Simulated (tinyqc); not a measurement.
Lattice vibrations of a chain, step by step. One step of it, computed by the program tinyqc.

Problem. Dynamical matrix at q = 0.46. q is in units of 2 pi/a. A spring k from atom i to atom j, n cells on, adds k to Phi_ii and Phi_jj, -k exp(2 pi i q n) to Phi_ij and the conjugate to Phi_ji (for one atom a cell: 2k (1 - cos 2 pi q n)); D_ij = Phi_ij / sqrt(m_i m_j).

A chain moving along its axis:
```
atom,mass (u),spring to the next atom (eV/angstrom^2)
1,83.000000,6.200000
2,94.900000,5.700000
3,96.700000,21.900000
second neighbours,-,1.400000
```

Give: D(q).

Solution.

D(q) (eV/(angstrom^2 u)), lower triangle (Hermitian):
```
,1,2,3
1,0.372
2,-0.055-0.004i,0.155
3,0.221-0.061i,-0.045-0.004i,0.314
```
